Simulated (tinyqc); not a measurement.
Elastic trap-assisted tunnelling through a dielectric: two steps of the calculation.

Emitter at x = 0 (Fermi level 0), collector at x = t (Fermi level -V), band edge U(x) = phi - F x, F = V/t. A trap at x has the energy E = U(x) - Et. With G(u) = (4/(3 F)) sqrt(mo/C) max(u, 0)^1.5, C = hbar^2/(2 m0): S1 = G(phi - E) - G(Et), S2 = G(Et) - G(phi - V - E), T1,2 = exp(-S1,2). The steady rate through one trap is nu T1 T2 (f1 - f2)/(T1 + T2), f1 = f(E), f2 = f(E + V), f(y) = 1/(1 + exp(y/Vt)); both contacts offer states at E.

Inputs (values chosen for the exercise); dielectric values close to those of silicon dioxide: temperature T = 300 K; barrier above the emitter Fermi level phi = 3.07 eV; tunnelling mass mo = 0.49 m0; thickness t = 4.8 nm; trap depth below the band edge of the dielectric Et = 2.9 eV; trap density Nt = 6.5e18 cm^-3; attempt frequency nu = 1e14 1/s; points of the grid n = 9; voltage V = 1.02 V; left end of the grid xa = 1.8 nm; right end of the grid xb = 2.78 nm.

Constants: q = 1.602176634e-19 C, kB = 1.380649e-23 J/K, hbar = 1.054571817e-34 J s, m0 = 9.1093837015e-31 kg, Vt = kB T/q, hbar^2/(2 m0) = 0.0380998212 eV nm^2. Results are converted to the units shown.

Problem 1. Rate through a trap near the best position. n equally spaced x from xa to xb, where nearly all of the current flows; J = q Nt times the integral of the rate, by Simpson's rule.

Find: x; E; S1; S2; f1 - f2; rate; J.

Solution 1.

```
point  x (nm)    E (eV)      S1      S2  f1 - f2  rate (1/s)
0      1.8000  -0.21250  22.695  34.548  0.99973    0.099030
1      1.9225  -0.23853  24.290  33.223  0.99990     0.37273
2      2.0450  -0.26456  25.892  31.890  0.99996      1.4102
3      2.1675  -0.29059  27.499  30.549  0.99999      5.1575
4      2.2900  -0.31662  29.113  29.202   1.0000      10.857
5      2.4125  -0.34266  30.733  27.846   1.0000      4.2584
6      2.5350  -0.36869  32.359  26.483   1.0000     0.88175
7      2.6575  -0.39472  33.992  25.113   1.0000     0.17281
8      2.7800  -0.42075  35.630  23.736   1.0000    0.033576
```

J = 2.8184e-7 A/cm^2

Problem 2. The best-placed trap against direct tunnelling. At x = xs: E, S1, S2 and the occupation (T1 f1 + T2 f2)/(T1 + T2). Direct tunnelling at E = 0 has S = (4/(3 F)) sqrt(mo/C) [phi^1.5 - max(phi - V, 0)^1.5].

xs = 2.29 nm

Give: E; S1; S2; occupation; S of direct tunnelling.

Solution 2.

E = -0.3166 eV
S1 = 29.11
S2 = 29.20
occupation = 0.5221
S of direct tunnelling = 54.99

Range of the model: Phonon-assisted (inelastic) capture, chains of traps and a spread of trap depths are left out.

Computed by the program tinyqc: `OMP_NUM_THREADS=1 python tinyqc.py 2370019 2370020 out.jsonl`, one thread of a shared Intel Xeon 2.30GHz, about 0.03 s for the whole run.
